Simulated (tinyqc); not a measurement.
Bloch-Grueneisen resistivity of a metal: one step, computed by the program tinyqc. Command: `OMP_NUM_THREADS=1 python tinyqc.py 3010970 3010971 out.jsonl bg walk`. One thread of a shared host (Intel(R) Xeon(R) Processor @ 2.30GHz), about 0.01 s of CPU time with the checks.

Electrons scatter from a Debye spectrum of phonons (n = 5 for scattering within one band, n = 3 for scattering into a second, heavy band) and from static defects.

Problem. The integral and the phonon part. J_n(y) = int_0^y x^n e^x/(e^x - 1)^2 dx, by 96 Gauss-Legendre points (upper limit at most 60). rho_ph = (n - 1) rho_1 (T/Theta)^n J_n(Theta/T), with rho_1 = 2 pi lambda_tr k_B Theta/(hbar eps_0 w_p^2), the high-temperature line at T = Theta.

Inputs (values chosen for the exercise, modelled on molybdenum): exponent n = 5; Debye temperature Theta = 369 K; temperature T = 120 K.

Addition: T^2 term.

rho_1 = 7.510129 microohm cm

Give: Theta/T; J_n; phonon resistivity rho_ph.

Solution.

Theta/T = 3.075

J_n = 13.80

phonon resistivity rho_ph = 1.507 microohm cm

This is 61.7 % of the straight line rho_1 T/Theta.
